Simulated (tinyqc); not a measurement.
# Hole mobility in a silicon inversion layer, empirical terms and Matthiessen rule: several studies

Inversion layer of sheet density Ns on a uniformly doped body. The mobility terms are empirical power laws with prefactors chosen for the exercise; adding their inverses (Matthiessen) is itself an approximation.

Inputs (values chosen for the exercise); material values close to those of silicon: temperature T = 250 K; band gap Eg = 1.13 eV; relative permittivity of the semiconductor eps_r = 11.5; conduction-band density of states at T Nc = 2.13e19 cm^-3; valence-band density of states at T Nv = 2.04e19 cm^-3; body doping Nb = 2.9e17 cm^-3; reverse body bias Vsb = 0.3 V; weight of the inversion charge in the effective field eta = 0.3333; phonon-limited mobility at 1 MV/cm and 300 K Ap = 129 cm^2/(V s); roughness-limited mobility at 1 MV/cm As = 493 cm^2/(V s); exponent of the roughness term gs = 1; Coulomb prefactor Ac = 1800 cm^2/(V s); charge at the interface Nit = 2.9e10 cm^-2; inversion density Ns = 9.7e11 cm^-2.

Constants: q = 1.602176634e-19 C, kB = 1.380649e-23 J/K, Vt = kB T/q, eps0 = 8.8541878128e-14 F/cm where lengths are in cm. Results are converted to the units shown.

Each table varies one quantity; the others keep the values above.

## Effect of the reverse body bias

ni = sqrt(Nc Nv) exp(-Eg/(2 Vt)), Eg in volts; Ndep = sqrt(2 eps0 eps_r Nb (2 Vt ln(Nb/ni) + Vsb)/q); E = q (Ndep + eta Ns)/(eps0 eps_r), in MV/cm. With t = T/(300 K): muC = Ac (Ns/1e12 cm^-2) t/(Nb/1e17 cm^-3 + Nit/1e11 cm^-2), muP = Ap E^(-1/3) t^(-1.75), muS = As E^(-gs); 1/mu is the sum of the inverses.

The same in every row: muC (cm^2/(V s)) = 456.1.

Effect of the reverse body bias:
```
Vsb (V)	E (MV/cm)	muP (cm^2/(V s))	muS (cm^2/(V s))	mu (cm^2/(V s))
0	0.3447	253.1	1430	146.2
0.4	0.4013	240.6	1228	139.6
0.8	0.4500	231.6	1095	134.7
1.2	0.4934	224.6	999.2	130.8
1.6	0.5329	218.9	925.2	127.5
2	0.5694	214.1	865.9	124.7
2.4	0.6035	210.0	817.0	122.3
```

Read the table: what changes, and by how much?

As Vsb goes from 0 to 2.4 V, E rises from 0.345 to 0.603 MV/cm and mu falls from 146 to 122 cm^2/(V s). The phonon term is the smallest in the first and the last row.

## Universality: two dopings at the same effective field

Same model as above.

For each E, Ns is chosen to give that field on bodies with Nb = 4e16 and 2.9e17 cm^-3; the last column leaves out muC.

Universality: two dopings at the same effective field:
```
E (MV/cm)	Ns, light body (cm^-2)	mu, light (cm^2/(V s))	Ns, heavy body (cm^-2)	mu, heavy (cm^2/(V s))	without muC (cm^2/(V s))
0.357	4.5026e12	207.33	3.7779e11	96.615	211.81
0.434	5.9709e12	191.45	1.8460e12	158.78	194.32
0.528	7.7632e12	175.93	3.6384e12	161.04	177.78
0.642	9.9370e12	161.05	5.8121e12	153.17	162.26
0.78	1.2568e13	146.95	8.4435e12	142.44	147.74
0.948	1.5772e13	133.56	1.1647e13	130.88	134.09
1.15	1.9623e13	121.08	1.5499e13	119.43	121.42
1.4	2.4390e13	109.15	2.0266e13	108.13	109.38
```

What does the table show?

The heavily doped body has 0.466 of the mobility of the light one in the first row and 0.991 in the last; there they lie 1.1 % below and 0.21 % below the curve without Coulomb scattering, which depends on E alone. The heavy body leaves that curve at low E because its field comes mostly from depletion charge and few carriers screen.

## Effect of the body doping

Same model as above.

Result of one run:
```
Nb (cm^-3)	E (MV/cm)	muC (cm^2/(V s))	muP (cm^2/(V s))	muS (cm^2/(V s))	mu (cm^2/(V s))
2.1e17	0.3362	608.8	255.2	1466	160.2
```

What becomes of these results when the body doping Nb is changed from 2.1e17 to 9.7e16 cm^-3, all else the same?

Result of the changed run:
```
Nb (cm^-3)	E (MV/cm)	muC (cm^2/(V s))	muP (cm^2/(V s))	muS (cm^2/(V s))	mu (cm^2/(V s))
9.7e16	0.2422	1155	284.7	2036	205.4
```

The whole series:
```
Nb (cm^-3)	E (MV/cm)	muC (cm^2/(V s))	muP (cm^2/(V s))	muS (cm^2/(V s))	mu (cm^2/(V s))
2e16	0.1352	2969	345.8	3646	285.5
4.4e16	0.1779	1993	315.6	2772	248.1
9.7e16	0.2422	1155	284.7	2036	205.4
2.1e17	0.3362	608.8	255.2	1466	160.2
4.7e17	0.4837	291.6	226.1	1019	113.2
1e18	0.6903	141.4	200.8	714.2	74.34
2.3e18	1.034	62.47	175.5	476.8	42.01
5e18	1.518	28.93	154.4	324.7	22.67
```

As Nb goes from 2e16 to 5e18 cm^-3, E rises from 0.135 to 1.52 MV/cm and mu falls from 285 to 22.7 cm^2/(V s). The smallest term is the phonon one in the first row and the Coulomb one in the last. At Nb = 5e18 cm^-3 E passes 1.5 MV/cm, beyond the usual range of such laws.

Numbers from tinyqc (`OMP_NUM_THREADS=1 python tinyqc.py 2510173 2510174 out.jsonl`; about 0.01 s on one thread of a shared Intel Xeon 2.30GHz).
